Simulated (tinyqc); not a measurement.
Inside a calculation. Method: one-electron ion in a basis of Gaussians. Computed by tinyqc, a small Python program that keeps every step. Settings: Z = 1, l = 2. Command: `OMP_NUM_THREADS=1 python tinyqc.py 23922 23923 out.jsonl` (the two numbers bound the seeds that draw the settings). One thread of a shared host (Intel(R) Xeon(R) Processor @ 2.60GHz), about 0.01 s of CPU time with the checks.

## Matrices over normalised Gaussians

exponents of r^l exp(-a r^2) (1/bohr^2): [0.005315, 0.021380, 0.085990, 0.345900, 1.391000]

Z = 1

l = 2

With p = a_i + a_j and I(k) = Gamma((k+1)/2) / (2 p^((k+1)/2)): S = I(2l+2), T = (2l+3) a_i a_j S / p, V = -Z I(2l+1), each divided by sqrt(S_ii S_jj).

S:
```
[[1.000000, 0.455244, 0.070273, 0.007193, 0.000656],
 [0.455244, 1.000000, 0.455315, 0.070273, 0.007196],
 [0.070273, 0.455315, 1.000000, 0.455246, 0.070289],
 [0.007193, 0.070273, 0.455246, 1.000000, 0.455385],
 [0.000656, 0.007196, 0.070289, 0.455385, 1.000000]]
```

T (hartree):
```
[[0.018603, 0.013565, 0.002462, 0.000264, 0.000024],
 [0.013565, 0.074830, 0.054574, 0.009905, 0.001061],
 [0.002462, 0.054574, 0.300965, 0.219467, 0.039846],
 [0.000264, 0.009905, 0.219467, 1.210650, 0.883039],
 [0.000024, 0.001061, 0.039846, 0.883039, 4.868500]]
```

V (hartree):
```
[[-0.062047, -0.044762, -0.012779, -0.002565, -0.000466],
 [-0.044762, -0.124444, -0.089786, -0.025630, -0.005147],
 [-0.012779, -0.089786, -0.249570, -0.180047, -0.051408],
 [-0.002565, -0.025630, -0.180047, -0.500546, -0.361177],
 [-0.000466, -0.005147, -0.051408, -0.361177, -1.003766]]
```

## Generalised eigenproblem

H = T + V (hartree):
```
[[-0.043444, -0.031197, -0.010316, -0.002302, -0.000442],
 [-0.031197, -0.049614, -0.035212, -0.015725, -0.004086],
 [-0.010316, -0.035212, 0.051395, 0.039420, -0.011562],
 [-0.002302, -0.015725, 0.039420, 0.710104, 0.521862],
 [-0.000442, -0.004086, -0.011562, 0.521862, 3.864734]]
```

Solve H C = S C e through S^(-1/2); each column has its largest component positive (the first on a tie).

eigenvalues of S: [0.288668, 0.515065, 0.906523, 1.414006, 1.875738]

eigenvalues (hartree): [-0.054868, -0.028892, 0.100368, 0.879427, 4.576695]

coefficients:
```
[[0.427666, 1.024454, 0.262167, -0.067304, 0.020881],
 [0.690759, -0.777330, -0.747566, 0.223950, -0.069607],
 [0.090117, -0.105448, 1.141961, -0.618497, 0.200539],
 [0.003970, -0.003702, -0.020608, 1.174709, -0.561248],
 [0.000318, -0.000412, 0.007335, -0.062208, 1.141230]]
```

For Z = 1 and l = 2 the exact lowest level is -Z^2/(2 n^2) with n = l + 1: -0.055556 hartree.
